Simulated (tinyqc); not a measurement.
Exact and approximate size effects: heat flow across a film from the phonon Boltzmann equation in the relaxation-time approximation. Computed by tinyqc, a small Python program. Command: `OMP_NUM_THREADS=1 python tinyqc.py 3012633 3012634 out.jsonl slabbte walk`. One thread of a shared host (Intel(R) Xeon(R) Processor @ 2.30GHz), about 0.01 s of CPU time with the checks.

Two black walls, hot at x = 0 and cold at x = L, emit phonons isotropically. For one free path Lambda, with tau = x/Lambda, tau_L = L/Lambda and phi = (T - T_cold)/Delta T, energy balance gives phi(tau) = (1/2) [E2(tau) + int_0^tau_L phi(s) E1(|tau - s|) ds]; E_n are the exponential integrals. The flux over the ballistic flux C v Delta T/4 is psi = 1 - 2 int_0^tau_L phi(s) E2(s) ds, and kappa_eff/kappa = (3/4) tau_L psi. kappa = C v Lambda/3 is an input, so at fixed kappa a longer free path means a smaller C v.

Inputs (values chosen for the exercise, modelled on silicon): free path Lambda_1 = 110 nm; free path Lambda_2 = 1000 nm; share f_2 of kappa = 0.22.

Free-path groups: two.

Method:
- Cut the film into n equal cells with constant phi, collocated at the centres c_i: the kernel integrates to A_ij = |E2(|c_i - e_j|) - E2(|c_i - e_(j+1)|)|/2 for cell edges e_j, and A_ii = 1 - E2(half a cell); solve (1 - A) phi = E2(c)/2; psi = 1 - 2 sum_j phi_j [E3(e_j) - E3(e_(j+1))].
- Each group is solved on its own with 150 and 300 cells, psi = (4 psi(300) - psi(150))/3, and weighted by its share of kappa (f_1 is what the others leave); exchange of energy between groups inside the film is left out.
- Two-flux: kappa_eff/kappa = sum f_i/(1 + 4 Lambda_i/(3 L)). Matthiessen with the thickness: sum f_i/(1 + Lambda_i/L). Ballistic limit: sum f_i 3 L/(4 Lambda_i).

Kappa_eff/kappa:
```
L (nm)  Boltzmann  two-flux  Matthiessen  ballistic limit
3.3      0.017601  0.017707     0.023442         0.018094
11       0.055364  0.056219     0.073303         0.060315
28        0.12627   0.12956      0.16425          0.15353
66        0.24448   0.25245      0.30612          0.36189
160       0.41843   0.43053      0.49257          0.87731
440       0.62847   0.63959      0.69122           2.4126
1100      0.77936   0.78769      0.82433           6.0315
2800      0.88493   0.89021      0.91262           15.353
```

What does the comparison show, and why?

The two-flux formula lies above the Boltzmann result by at most about 3.3 % (at L = 66 nm); the Matthiessen form is high by up to 33 %, since it misses the factor 3/4 of the ballistic limit. The thinnest film reaches 97 % of that limit, and the thickest, 25 Lambda_1, only 88 % of the bulk value: the long free paths keep the size effect alive far beyond Lambda_1. Rows below about 10 nm are near the phonon wavelength, where a particle picture fails.
